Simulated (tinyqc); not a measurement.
MOSFET in saturation, small-signal circuit and noise: gains against frequency.

Bias by the inversion coefficient IC = I/Ispec (charge-based model with velocity saturation; weak inversion below 0.1, strong above 10). Common-source circuit: gm, gds, Cgs, Cgd and Cj at the inner nodes, Rg in series with the gate; quasi-static, no source or drain resistance, no gate-body capacitance, no substrate network, no induced gate noise, so fmax is an upper estimate.

Ispec = 2 n mu Cox (W/L) Vt^2, lc = Ls/L, gms = [sqrt((lc IC + 1)^2 + 4 IC) - 1]/[2 + lc (lc IC + 1)], gm = gms Ispec/(n Vt), gds = sg gm. qs = [sqrt(1 + 4 IC) - 1]/2, Cgs = Cox W L qs (2 qs + 3)/(3 (qs + 1)^2) + Cov W, Cgd = Cov W, Cd = Cj W, Rg = Rsh (Wf/L)/(12 Nf) + Rc/W with Nf = W/Wf fingers (not rounded) contacted at both ends. fT = gm/(2 pi (Cgs + Cgd)), fmax = fT/(2 sqrt(Rg (gds + 2 pi fT Cgd))). Inner admittances at w = 2 pi f: y11 = i w (Cgs + Cgd), y12 = -i w Cgd, y21 = gm - i w Cgd, y22 = gds + i w (Cgd + Cd). Invert to Z, add Rg to Z11 and invert back to Y. |h21| = |Y21/Y11|; U = |Y21 - Y12|^2/(4 [Re Y11 Re Y22 - Re Y12 Re Y21]). MSG = |Y21/Y12|; stability factor k = [2 Re Y11 Re Y22 - Re(Y12 Y21)]/|Y12 Y21|.

Parameters, values chosen for the exercise: temperature T = 400 K; gate length L = 180 nm; total gate width W = 40 um; gate capacitance Cox = 1.36 uF/cm^2; mobility mu = 390 cm^2/(V s); slope factor n = 1.17; velocity-saturation length Ls = 20 nm; ratio gds/gm sg = 0.03; overlap and fringe capacitance per side Cov = 0.35 fF/um; drain junction capacitance Cj = 0.33 fF/um; sheet resistance of the gate Rsh = 20 ohm; finger width Wf = 4 um; gate contact and vertical resistance Rc = 100 ohm um; inversion coefficient IC = 19.

Constants: q = 1.602176634e-19 C, kB = 1.380649e-23 J/K, Vt = kB T/q. Results are converted to the units shown.

The same in every row: f sqrt(U) (GHz) = 143.8.

Result of one run:
```
|h21| (dB),U (dB),MSG (dB),k
34.55,43.16,25.12,0.01093
```

Which signal frequency f gave this result: 0.53, 1, 1.9, 6.5 or 23 GHz?

f = 1 GHz.

The whole series:
```
f (GHz),|h21| (dB),U (dB),MSG (dB),k
0.53,40.07,48.67,27.88,0.005795
1,34.55,43.16,25.12,0.01093
1.9,28.98,37.58,22.33,0.02077
3.5,23.67,32.28,19.68,0.03827
6.5,18.29,26.90,16.99,0.07106
12,12.97,21.57,14.33,0.1311
23,7.339,15.92,11.51,0.2509
43,1.957,10.49,8.824,0.4661
```

Over the table |h21| falls by 20.0 dB a decade, U by 20.0 and MSG by 9.98. The product f sqrt(U) stays at 144 GHz, against fmax = 144 GHz from the formula. k stays below one in all rows, so the device is only conditionally stable.

Program tinyqc, `OMP_NUM_THREADS=1 python tinyqc.py 2150012 2150013 out.jsonl`; Intel Xeon 2.30GHz, shared host, one thread, about 0.01 s.
